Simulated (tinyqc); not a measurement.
What moves the results: thresholds of impact ionisation and Auger recombination from band masses. A value that a table varies takes the place of the one given here.

Parabolic bands, no phonon. At threshold the three slow carriers share one velocity. With M their total mass and m4 the mass of the fast carrier, the fast carrier has the kinetic energy E_T = G M/(M - m4) and the slow ones together E_a = G m4/(M - m4), the activation energy of the Auger rate. CCCH (fast electron): G = Eg, M = 2 me + mh, m4 = me. CHHS (hole into the split-off band): G = Eg - Dso, M = 2 mh + me, m4 = ms; this form holds for Eg > Dso (below, the process needs about Dso - Eg and is marked by a dash). CHHL (hole into the light band): G = Eg, M = 2 mh + me, m4 = ml. CHHH (fast heavy hole): G = Eg, M = 2 mh + me, m4 = mh.

Non-parabolic fast electron: E (1 + alpha E) = c k^2/me with alpha = (1 - me)^2/Eg; the slow carriers stay parabolic, so E_T = Eg + me E_T (1 + alpha E_T)/M, M = 2 me + mh (the root between Eg and 1.9 Eg).

Constants: kB = 8.617333262e-05 eV/K; hc = 1239.841984 eV nm.

Values chosen for the exercise (near those of GaSb, gap at low temperature and not tied to T; the results hold for these values, not for the real material):
- Eg = 0.827 eV (gap at Gamma to the s-like level)
- Dso = 0.747 eV (spin-orbit splitting)
- me = 0.0385 m0 (electron mass at Gamma)
- mh = 0.38 m0 (heavy-hole mass)
- ms = 0.125 m0 (split-off mass)
- ml = 0.0438 m0 (light-hole mass)
- T = 350 K (temperature)

## The gap of an alloy series

Eg is varied with me and ml proportional to it; mh, ms and Dso are kept. E_a of three processes; wavelength hc/Eg.

Results:

| Eg (eV) | wavelength (micrometre) | me | CCCH (meV) | CCCH non-parabolic (meV) | CHHS (meV) | CHHL (meV) | log10 exp(-E_a/kT), non-parabolic |
|---|---|---|---|---|---|---|---|
| 0.248 | 5.00 | 0.0115 | 7.3 | 15.4 | - | 4.3 | -0.22 |
| 0.414 | 2.99 | 0.0193 | 20.0 | 43.5 | - | 12.0 | -0.63 |
| 0.620 | 2.00 | 0.0289 | 43.8 | 99.3 | - | 26.9 | -1.43 |
| 0.827 | 1.50 | 0.0385 | 76.1 | 180.5 | 14.8 | 48.0 | -2.60 |
| 1.034 | 1.20 | 0.0481 | 116.3 | 288.6 | 52.5 | 75.2 | -4.16 |
| 1.323 | 0.94 | 0.0616 | 184.5 | 489.5 | 103.4 | 123.4 | -7.05 |
| 1.654 | 0.75 | 0.0770 | 278.7 | 802.3 | 159.2 | 193.3 | -11.55 |

E_a of CCCH goes nearly as Eg^2 (power 1.92 over the table), as both G and me grow; the non-parabolic value goes with the power 2.08, and its Boltzmann factor spans 11.3 decades; rows with E_a far above kT are formal, since phonon-assisted processes and side valleys rule there. CHHS is resonant at Eg = Dso = 0.747 eV, with no activation, and is the easiest process near there; it has the lowest E_a of the parabolic values for Eg = 0.827, 1.034, 1.323 and 1.654 eV.

## The mass ratio

mu = me/mh is varied; thresholds in units of Eg for ionisation started by an electron, (1 + 2 mu)/(1 + mu), and by a heavy hole, (2 + mu)/(1 + mu).

Results:

| mu | electron (Eg) | hole (Eg) | electron (eV) | hole (eV) |
|---|---|---|---|---|
| 0.023 | 1.0225 | 1.9775 | 0.846 | 1.635 |
| 0.084 | 1.0775 | 1.9225 | 0.891 | 1.590 |
| 0.101 | 1.0917 | 1.9083 | 0.903 | 1.578 |
| 0.170 | 1.1453 | 1.8547 | 0.947 | 1.534 |
| 0.520 | 1.3421 | 1.6579 | 1.110 | 1.371 |
| 1.000 | 1.5000 | 1.5000 | 1.240 | 1.240 |
| 3.000 | 1.7500 | 1.2500 | 1.447 | 1.034 |

The two thresholds add up to 3 Eg in every row and are equal, 3/2 Eg, at mu = 1. The lighter carrier has the lower threshold; in the first row the two differ by 0.790 eV, which would favour one carrier in avalanche multiplication. Real ionisation rates depend on the whole band structure and can be nearly equal although the edge masses differ.

## What each parameter does

Activation energies. Each row changes one parameter from the base and keeps the others.

Results:

| case | CCCH (meV) | CCCH non-parabolic (meV) | CHHL (meV) |
|---|---|---|---|
| base | 76.08 | 180.46 | 48.00 |
| Eg = 0.7443 eV | 68.47 | 162.41 | 43.20 |
| Dso = 0.6723 eV | 76.08 | 180.46 | 48.00 |
| me = 0.0424 m0 | 83.01 | 200.53 | 47.75 |
| mh = 0.342 m0 | 83.68 | 203.88 | 53.37 |
| ms = 0.1375 m0 | 76.08 | 180.46 | 48.00 |
| ml = 0.0482 m0 | 76.08 | 180.46 | 53.13 |

The largest shifts from the base row, up to three for each result and ties (the steps differ in size, so this ranks the rows, not the parameters). CCCH (meV): Eg -7.61, mh +7.60, me +6.93; unchanged at the printed digits by Dso, ms and ml. CCCH non-parabolic (meV): mh +23.42, me +20.07, Eg -18.05; unchanged at the printed digits by Dso, ms and ml. CHHL (meV): mh +5.37, ml +5.13, Eg -4.80; unchanged at the printed digits by Dso and ms.

Computed by tinyqc, a small Python program: `OMP_NUM_THREADS=1 python tinyqc.py 1851235 1851236 out.jsonl` (the numbers bound the seed that draws the inputs); one thread of a shared host (Intel(R) Xeon(R) Processor @ 2.30GHz), about 0.01 s for the whole set of steps.
